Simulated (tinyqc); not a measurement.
## Well width and field from level and shift

Question. An infinitely deep well has E_1(0) = C (pi/L)^2/m1, C = hbar^2/(2 m0), and in a field F (potential zero at the centre of the well) the second-order term of the shift is -m1 F^2 L^4 (15 - pi^2)/(48 C pi^4); higher orders are set aside. Find L and F.

Values chosen for this exercise:
- m1 = 0.068 m0 (mass)

Constants: q = 1.602176634e-19 C, hbar = 1.054571817e-34 J s, m0 = 9.1093837015e-31 kg, hbar^2/(2 m0) = 0.0380998212 eV nm^2. Results are converted to the units shown.

E_1(0) = 0.033751558 eV
second-order shift of level 1 = -10.303673 meV

Answer. The level gives L, and the shift then gives F^2.

L = 12.8 nm
F = 0.0140 V/nm

Computed by the program tinyqc: `OMP_NUM_THREADS=1 python tinyqc.py 2580005 2580006 out.jsonl`, one thread of a shared Intel Xeon 2.30GHz, about 0.02 s for the whole run.
